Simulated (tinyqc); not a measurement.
Worked calculation: plane-wave Kohn-Sham cycle with exchange-only LDA in a layered model solid. One step of it, computed by the program tinyqc.

Task: Iteration 1: potential. V_H(G) = 4 pi rho(G)/G^2 for G != 0 (uniform background); v_x = -(3 rho/pi)^(1/3); V = V_ext + V_H + v_x; Fourier components f(G_m) = (1/N) sum_j f(x_j) exp(-i G_m x_j).

A solid whose potential varies along x alone (atomic units):
```
parameter                      value
period a                   15.500000
cross-section of the cell  22.000000
electrons per cell                 2
grid points                       16
plane waves -n..n, n               2
k points                           3
V1 in V1 cos(2 pi x/a)     -0.300000
```

density at the start, on the grid x_j = j a/N (e/bohr^3): [0.00586510, 0.00586510, 0.00586510, 0.00586510, 0.00586510, 0.00586510, 0.00586510, 0.00586510, 0.00586510, 0.00586510, 0.00586510, 0.00586510, 0.00586510, 0.00586510, 0.00586510, 0.00586510]

Give: Potentials on the grid; V(G_m), m = 0, 1, 2, ....

Result:

Potentials on the grid (hartree):
```
x          V_ext     V_H      v_x        V
0.0000   -0.3000  0.0000  -0.1776  -0.4776
0.9688   -0.2772  0.0000  -0.1776  -0.4548
1.9375   -0.2121  0.0000  -0.1776  -0.3897
2.9062   -0.1148  0.0000  -0.1776  -0.2924
3.8750         0  0.0000  -0.1776  -0.1776
4.8438    0.1148  0.0000  -0.1776  -0.0628
5.8125    0.2121  0.0000  -0.1776   0.0345
6.7812    0.2772  0.0000  -0.1776   0.0996
7.7500    0.3000  0.0000  -0.1776   0.1224
8.7188    0.2772  0.0000  -0.1776   0.0996
9.6875    0.2121  0.0000  -0.1776   0.0345
10.6562   0.1148  0.0000  -0.1776  -0.0628
11.6250        0  0.0000  -0.1776  -0.1776
12.5938  -0.1148  0.0000  -0.1776  -0.2924
13.5625  -0.2121  0.0000  -0.1776  -0.3897
14.5312  -0.2772  0.0000  -0.1776  -0.4548
```

V(G_m), m = 0, 1, 2, ... (hartree): [-0.1776, -0.1500, 0.0000, 0.0000, 0.0000]
